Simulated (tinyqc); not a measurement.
Ground states by the convex hull: cluster expansion of a binary alloy: correlations, fit, cross-validation and ground states. Computed by tinyqc, a small Python program. Command: `OMP_NUM_THREADS=1 python tinyqc.py 3012254 3012255 out.jsonl clex walk`. One thread of a shared host (Intel(R) Xeon(R) Processor @ 2.30GHz), about 0.08 s of CPU time with the checks.

s = +1 for A and -1 for B. Energy per site E = J0 + J1 P(point) + sum over clusters of m V P, with P the mean product of spins; V > 0 on a pair favours unlike neighbours. Clusters per site m: pair 1 4, pair 2 3, pair 3 6, triplet 12; the triplet is two first-neighbour bonds closed by a second-neighbour bond. Formation energies are counted from the line between pure A and pure B, which removes J0 and J1.

Inputs (values chosen for the exercise, for a model alloy):
```
quantity                    value      unit
first-pair interaction V1    19.6       meV
second-pair interaction V2   -5.3       meV
third-pair interaction V3    -1.2       meV
triplet interaction Vt          2       meV
noise amplitude               5.8  meV/site
```

Lattice: bcc.

Method:
- Design matrix of formation energies: m (P - 1) for pairs and m (P(triplet) - P(point)) for the triplet; x = (1 - P(point))/2.
- Exact: X V with V = (V1, V2, V3, Vt). The data to fit add the noise amplitude times the normal numbers, standing for what the clusters leave out.
- Leave out pair 3: A = X^T X and b = X^T E (E being the data with noise) over these three columns; solve A V = b. The root-mean-square error runs over the structures between the pure ends.
- Height above the hull = E less the lowest straight line between two structures that bracket x (or the lowest structure at the same x). The three-term fit is X V with the fitted values.

correlations P, counted on periodic cells:
```
                     point    pair 1    pair 2    pair 3   triplet
A                  1.00000   1.00000   1.00000   1.00000   1.00000
A3B D0_3           0.50000   0.00000   0.00000   1.00000  -0.50000
A3B (001) layers   0.50000   0.00000   0.66667   0.33333   0.16667
A2B C11_b          0.33333  -0.33333   0.55556   0.11111  -0.11111
AB B2              0.00000  -1.00000   1.00000   1.00000   0.00000
AB B32             0.00000   0.00000  -1.00000   1.00000   0.00000
A2B2 B11           0.00000   0.00000   0.33333  -0.33333   0.00000
AB (110) layers    0.00000   0.00000  -0.33333  -0.33333   0.00000
AB2 C11_b         -0.33333  -0.33333   0.55556   0.11111   0.11111
AB3 D0_3          -0.50000   0.00000   0.00000   1.00000   0.50000
AB3 (001) layers  -0.50000   0.00000   0.66667   0.33333  -0.16667
B                 -1.00000   1.00000   1.00000   1.00000  -1.00000
```

standard normal numbers for the noise (0 for the pure ends): A 0.000, A3B D0_3 1.198, A3B (001) layers 0.585, A2B C11_b 2.025, AB B2 0.798, AB B32 0.055, A2B2 B11 1.021, AB (110) layers -0.406, AB2 C11_b 1.818, AB3 D0_3 -0.528, AB3 (001) layers -0.247, B 0.000

X:
```
                   pair 1   pair 2   pair 3   triplet
A                  0.0000   0.0000   0.0000    0.0000
A3B D0_3          -4.0000  -3.0000   0.0000  -12.0000
A3B (001) layers  -4.0000  -1.0000  -4.0000   -4.0000
A2B C11_b         -5.3333  -1.3333  -5.3333   -5.3333
AB B2             -8.0000   0.0000   0.0000    0.0000
AB B32            -4.0000  -6.0000   0.0000    0.0000
A2B2 B11          -4.0000  -2.0000  -8.0000    0.0000
AB (110) layers   -4.0000  -4.0000  -8.0000    0.0000
AB2 C11_b         -5.3333  -1.3333  -5.3333    5.3333
AB3 D0_3          -4.0000  -3.0000   0.0000   12.0000
AB3 (001) layers  -4.0000  -1.0000  -4.0000    4.0000
B                  0.0000   0.0000   0.0000    0.0000
```

fitted V1, V2, Vt (meV): 17.7695  -4.7905  1.6131

exact energies (meV/site): A 0.000, A3B D0_3 -86.500, A3B (001) layers -76.300, A2B C11_b -101.733, AB B2 -156.800, AB B32 -46.600, A2B2 B11 -58.200, AB (110) layers -47.600, AB2 C11_b -80.400, AB3 D0_3 -38.500, AB3 (001) layers -60.300, B 0.000

Hull among these structures (meV/site):
```
structure              x  exact E  above hull  fitted E  above hull, fit
A                 0.0000     0.00        0.00      0.00            0.000
A3B D0_3          0.2500   -86.50        0.00    -76.06            0.000
A3B (001) layers  0.2500   -76.30       10.20    -72.74            3.323
A2B C11_b         0.3333  -101.73        8.20    -96.99            1.108
AB B2             0.5000  -156.80        0.00   -142.16            0.000
AB B32            0.5000   -46.60      110.20    -42.33           99.821
A2B2 B11          0.5000   -58.20       98.60    -61.50           80.659
AB (110) layers   0.5000   -47.60      109.20    -51.92           90.240
AB2 C11_b         0.6667   -80.40       24.13    -79.78           14.990
AB3 D0_3          0.7500   -38.50       39.90    -37.35           33.728
AB3 (001) layers  0.7500   -60.30       18.10    -59.84           11.243
B                 1.0000     0.00        0.00      0.00            0.000
```

lowest exact formation energy = -156.8 meV/site

On the exact hull: A, A3B D0_3, AB B2, B. The fit finds the same set. A structure at zero height may lie on a tie line without being a vertex, and structures outside this list could lie lower.

Extremes, crossings and ranges named in words are read from the listed rows.
